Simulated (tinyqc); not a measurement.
Thinning the body: Gamma, L and X subbands of a thin body with non-parabolic valleys.

Hard walls, flat band, c = hbar^2/2m0, energies from the bulk Gamma edge. For a valley at angle theta to the normal 1/m_z = cos^2/ml + sin^2/mt and m_d = sqrt(ml mt^2/m_z). Subband n starts at E_v + e with e (1 + a e) = c (n pi/t)^2/m_z, and its density-of-states mass is taken as m_d (1 + 2 a e), without further growth at higher in-plane energy. Groups are named by valley and degeneracy.

n_i = g m/(2 pi c) kB T ln(1 + exp((EF - E_i)/kB T)), sum n_i = Ns (1e12/cm^2 = 1e-4/angstrom^2), c = hbar^2/2m0. Quantum capacitance Cq = 1602.176634 sum g m/(2 pi c) f_i in microfarad/cm^2 with f_i = 1/(1 + exp((E_i - EF)/kB T)); Cox = 34.5313/eot (one gate); C/Cox = Cq/(Cq + Cox), the centroid term left out.

Constants: hbar^2/2m0 = 3.80998211 eV angstrom^2; kB = 8.617333262e-05 eV/K.

Parameters, chosen for this exercise (near those of a thin InP channel; not measured data):
- face = 100 (surface)
- mG = 0.0805 m0 (Gamma mass)
- aG = 0.59 1/eV (Gamma non-parabolicity)
- EL = 0.607 eV (L edge above Gamma)
- mL = (1.659, 0.096) m0 (L valleys (four, along <111>): ml, mt)
- EX = 0.904 eV (X edge above Gamma)
- mX = (0.868, 0.262) m0 (X valleys (three, along <100>): ml, mt)
- aS = 0.64 1/eV (non-parabolicity of L and X)
- Ns = 3.1 x 1e12/cm^2 (sheet density)
- T = 300 K (temperature)
- eot = 8 angstrom (equivalent oxide thickness)
- ts = (20, 26, 34, 45, 60, 85, 130) angstrom (thicknesses)

Lowest edge of each valley type, the lowest group, the Gamma share and C/Cox, with n = 1 to 8 of all groups.

Results:
```
t (angstrom)  Gamma (eV)  L (eV)  X (eV)  lowest  Gamma share (%)  C/Cox
20                 0.795   1.114   1.006      G1             99.8  0.671
26                 0.527   0.935   0.966      G1            100.0  0.643
34                 0.337   0.812   0.941      G1            100.0  0.617
45                 0.206   0.730   0.925      G1            100.0  0.594
60                 0.121   0.678   0.916      G1            100.0  0.577
85                 0.062   0.643   0.910      G1            100.0  0.575
130                0.027   0.623   0.907      G1            100.0  0.648
```

From 130 down to 20 angstrom Gamma rises by 0.77 eV, L by 0.49 and X by 0.10 eV, the light Gamma mass moving most. G1 stays lowest throughout. The Gamma share stays near 100 %. C/Cox is 0.65 and 0.67 at the ends and lies between 0.58 and 0.67. Hard walls overstate the rise in the thinnest rows.

Run: tinyqc, `OMP_NUM_THREADS=1 python tinyqc.py 1281992 1281993 out.jsonl`; Intel(R) Xeon(R) Processor @ 2.30GHz, one thread, shared host; about 0.02 s of CPU time with all checks.
